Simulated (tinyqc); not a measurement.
When U turns negative: defect-molecule model of a vacancy with Jahn-Teller distortion.

Four dangling hybrids a, b, c, d point into the vacancy: H_ii = E0, and -gm between any two. A tetragonal distortion Q pairs a with b and c with d: those two couplings become -gm - I Q and the other four -gm + I Q/2, at an elastic cost k Q^2/2. The a1 level holds two electrons; charge states 2+, + and 0 put n = 0, 1, 2 more into the lowest level of t2 origin. Energy from the 2+ state at Q = 0, with the Fermi level mu counted from Ev: W_n(Q) = n (et - 2 I Q) + k Q^2/2 + Uc n (n - 1)/2 - n mu. et = E0 + gm is the undistorted t2 level.

Values chosen for the exercise (of the size used for the vacancy in silicon; not measured data):

| symbol | value | unit | meaning |
|---|---|---|---|
| E0 | -0.06 | eV | level of a dangling hybrid, from Ev |
| gm | 0.37 | eV | coupling between two dangling hybrids |
| I | 1.05 | eV/angstrom | Jahn-Teller coupling |
| Uc | 0.26 | eV | repulsion of two electrons in one orbital |

The force constant is varied. E_JT = 2 I^2/k, E(2+/+) = et - E_JT, E(+/0) = et - 3 E_JT + Uc, U_eff = Uc - 2 E_JT.

Against k:

| k (eV/angstrom^2) | E_JT (eV) | (2+/+) (eV) | (+/0) (eV) | U_eff (eV) | Q of the neutral state (angstrom) |
|---|---|---|---|---|---|
| 8 | 0.2756 | 0.0344 | -0.2569 | -0.2913 | 0.5250 |
| 12 | 0.1837 | 0.1263 | 0.0187 | -0.1075 | 0.3500 |
| 16 | 0.1378 | 0.1722 | 0.1566 | -0.0156 | 0.2625 |
| 24 | 0.0919 | 0.2181 | 0.2944 | 0.0762 | 0.1750 |
| 32 | 0.0689 | 0.2411 | 0.3633 | 0.1222 | 0.1313 |
| 48 | 0.0459 | 0.2641 | 0.4322 | 0.1681 | 0.0875 |
| 64 | 0.0345 | 0.2755 | 0.4666 | 0.1911 | 0.0656 |
| 96 | 0.0230 | 0.2870 | 0.5011 | 0.2141 | 0.0437 |

k at which U_eff = 0 = 16.96 eV/angstrom^2

Levels below 0 lie in the valence band. U_eff is negative for k below 4 I^2/Uc = 17.0: 3 of the 8 rows. The gain grows as n^2, so the second electron wins 3 E_JT where the first wins E_JT. For a stiff lattice the levels tend to et = 0.310 and et + Uc = 0.570 eV. Distortions above about 0.5 angstrom (1 of the rows) are beyond a linear coupling.

Program tinyqc; command `OMP_NUM_THREADS=1 python tinyqc.py 1481547 1481548 out.jsonl`; about 0.01 s on one thread of a shared Intel(R) Xeon(R) Processor @ 2.30GHz.
